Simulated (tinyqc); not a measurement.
Phase-change memory cell, resistance drift and retention: one step of the calculation.

The amorphous state follows Ra = R0 (t/t0)^nu exp[(q Ec/kB)(1/T - 1/(300 K))], with nu taken as independent of T. An intermediate level follows the logarithmic mixing rule ln R = (1 - fa) ln Rc + fa ln Ra with constant Rc. The time to lose the data by crystallisation is tr = tx exp[(q Ex/kB)(1/T - 1/Tx)]; 1 year = 3.15576e7 s. These are empirical laws.

Problem. Retention. tr at T; the ten-year temperature solves tr = 10 years: 1/T10 = 1/Tx + (kB/(q Ex)) ln(10 years/tx).

Parameters, values chosen for the exercise; values of the order found in chalcogenide phase-change cells:
```
symbol  value  unit                               meaning
Ex        2.6    eV  activation energy of crystallisation
Tx        423     K                 temperature of a bake
tx         47     s      time to crystallise in that bake
T         358     K                 operating temperature
```

Constants: q = 1.602176634e-19 C, kB = 1.380649e-23 J/K. Results are converted to the units shown.

Wanted: tr; T10; loss of tr per kelvin, q Ex/(kB T^2).

Solution.

tr = 0.6272 years
T10 = 346.6 K
loss of tr per kelvin, q Ex/(kB T^2) = 23.54 %/K

T lies 11.4 K above T10, so ten years are missed.

Numbers from tinyqc (`OMP_NUM_THREADS=1 python tinyqc.py 2880104 2880105 out.jsonl`; about 0.01 s on one thread of a shared Intel Xeon 2.30GHz).
